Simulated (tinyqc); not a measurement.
Worked calculation: plane-wave Kohn-Sham cycle with exchange-only LDA in a layered model solid. One step of it, computed by the program tinyqc.

Question. Iteration 2: Hamiltonian at one k. H(m,m') = (k + G_m)^2/2 delta + V(G_m - G_m'), with V(-G) = V(G).

A solid whose potential varies along x alone (atomic units):
```
parameter,value
period a,9.100000
cross-section of the cell,10.000000
electrons per cell,2
grid points,16
"plane waves -n..n, n",2
k points,1
V1 in V1 cos(2 pi x/a),-0.190000
```

V(G_m), m = 0, 1, 2, ... (hartree): -0.270984  0.039906  0.005844  0.000589  0.000065

k = 0.000000 2 pi / a

Give: H.

Answer.

H (hartree), lower triangle:
```
,-2,-1,+0,+1,+2
-2,0.682
-1,0.040,-0.033
+0,0.006,0.040,-0.271
+1,0.001,0.006,0.040,-0.033
+2,0.000,0.001,0.006,0.040,0.682
```
